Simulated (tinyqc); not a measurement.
Inside a calculation: band offset of a heterojunction with an interface dipole (two-band chains, self-consistent charge). Values are carried at full precision from step to step, so a last printed digit may differ when a step is redone from the rounded ones.

Sites alternate A, C. Left: A at -G1/2, C at +G1/2, hopping -t1; right: A at D - G2/2, C at D + G2/2, hopping -t2; the bonds across the two interfaces of a ring (C left to A right, C right to A left) have -sqrt(t1 t2). D is the offset of the mid-gaps, so Ev(right) - Ev(left) = D - (G2 - G1)/2 and Ec(right) - Ec(left) = D + (G2 - G1)/2. The closing bond has its sign reversed (antiperiodic ring). Half the levels are filled with two electrons each. The charge moved is q = (electrons on the left) less one a site; the mean over the two interfaces, q/2, is taken as the charge that crosses each, and its dipole opposes the offset: D = D0 - u q/2.

Inputs chosen for the exercise (gaps near those of Si and Ge; the chains and D0 are free models, so the offsets are not those of the real pair; not measured data):
- G1 = 1.17 eV (gap on the left)
- G2 = 0.73 eV (gap on the right)
- t1 = 1.9 eV (hopping on the left)
- t2 = 1.9 eV (hopping on the right)
- D0 = 0.26 eV (mid-gap of the right side above that of the left, without dipole)
- n = 3 (cells a side in the small ring)
- u = 2.9 eV (potential step per electron moved across)
- mx = 0.2 (mixing)

## The small ring at D = D0

Fill in H.

H (eV), rows AL1, CL1, AL2, CL2, AL3, CL3, AR1, CR1, AR2, CR2, AR3, CR3 and columns alike:
```
[[-0.5850, -1.9000, 0, 0, 0, 0, 0, 0, 0, 0, 0, 1.9000],
 [-1.9000, 0.5850, -1.9000, 0, 0, 0, 0, 0, 0, 0, 0, 0],
 [0, -1.9000, -0.5850, -1.9000, 0, 0, 0, 0, 0, 0, 0, 0],
 [0, 0, -1.9000, 0.5850, -1.9000, 0, 0, 0, 0, 0, 0, 0],
 [0, 0, 0, -1.9000, -0.5850, -1.9000, 0, 0, 0, 0, 0, 0],
 [0, 0, 0, 0, -1.9000, 0.5850, -1.9000, 0, 0, 0, 0, 0],
 [0, 0, 0, 0, 0, -1.9000, -0.1050, -1.9000, 0, 0, 0, 0],
 [0, 0, 0, 0, 0, 0, -1.9000, 0.6250, -1.9000, 0, 0, 0],
 [0, 0, 0, 0, 0, 0, 0, -1.9000, -0.1050, -1.9000, 0, 0],
 [0, 0, 0, 0, 0, 0, 0, 0, -1.9000, 0.6250, -1.9000, 0],
 [0, 0, 0, 0, 0, 0, 0, 0, 0, -1.9000, -0.1050, -1.9000],
 [1.9000, 0, 0, 0, 0, 0, 0, 0, 0, 0, -1.9000, 0.6250]]
```

## Levels and site charges

Diagonalise, fill the lower half with two electrons each, and sum the electrons on the left (L) less one a site.

levels (eV): [-3.6772, -3.4903, -2.6423, -2.5538, -1.0694, -0.8485, 1.1863, 1.2605, 2.8259, 2.8903, 3.7638, 3.9148]

electrons on the sites: AL1 1.2937, CL1 0.7349, AL2 1.2955, CL2 0.7352, AL3 1.2919, CL3 0.7616, AR1 1.1944, CR1 0.7755, AR2 1.1923, CR2 0.7751, AR3 1.1967, CR3 0.7531

q = 0.1129 electrons

Electrons move to the left, the side whose mid-gap lies lower.

## Self-consistent offset

From here on the ring has 24 cells a side.

Start at D = D0; D(out) = D0 - u q(D)/2; D(new) = D + mx (D(out) - D); stop when |D(out) - D| < 1e-7 eV.

Iterations:
```
i     D (eV)        q  D(out) (eV)  D(out) - D
0    0.26000  0.14879      0.04426      -0.216
1    0.21685  0.12363      0.08073      -0.136
2    0.18963  0.10790      0.10355     -0.0861
3    0.17241  0.09799      0.11791     -0.0545
4    0.16151  0.09174      0.12698     -0.0345
5    0.15461  0.08778      0.13272     -0.0219
6    0.15023  0.08527      0.13635     -0.0139
7    0.14745  0.08369      0.13865    -0.00880
8    0.14569  0.08268      0.14011    -0.00558
...      ...      ...          ...         ...
29   0.14264  0.08094      0.14264   -3.93e-07
30   0.14264  0.08094      0.14264   -2.49e-07
31   0.14264  0.08094      0.14264   -1.58e-07
32   0.14264  0.08094      0.14264   -1.00e-07
33   0.14264  0.08094      0.14264   -6.35e-08
```

D = 0.1426 eV

Converged at i = 33: the dipole removes 45 % of the starting offset.

## Linear response

chi = (q(+h) - q(-h))/(2h) at D = 0 with h = 0.01 eV; S = 1/(1 + u chi/2); linear estimate D = S D0.

chi = 0.56536 1/eV
S = 0.5495
linear estimate of D = 0.1429 eV

The self-consistent value is 0.1426 eV, -0.2 meV from the estimate. At D = 0 no net charge crosses: the mid-gaps are the neutrality levels of these symmetric chains.

## The line-up

Ev(right) - Ev(left) = D - (G2 - G1)/2 and Ec(right) - Ec(left) = D + (G2 - G1)/2, for D0, for the self-consistent D and for D = 0. Type I: the offsets have opposite signs; type III: one valence edge lies above the other conduction edge; else type II.

Offsets (eV):
```
case                           D  valence  conduction                 type
no dipole                  0.260    0.480       0.040  type II (staggered)
self-consistent            0.143    0.363      -0.077  type I (straddling)
neutrality levels aligned  0.000    0.220      -0.220  type I (straddling)
```

The dipole changes the type of the junction.

## Checks

- q at D = 0 against zero, as particle-hole symmetry demands: both 0.000000.
- q at the self-consistent D on 24 against 48 cells a side: both 0.0809.

tinyqc: `OMP_NUM_THREADS=1 python tinyqc.py 1450982 1450983 out.jsonl`; about 0.4 s, one thread, shared Intel(R) Xeon(R) Processor @ 2.30GHz.
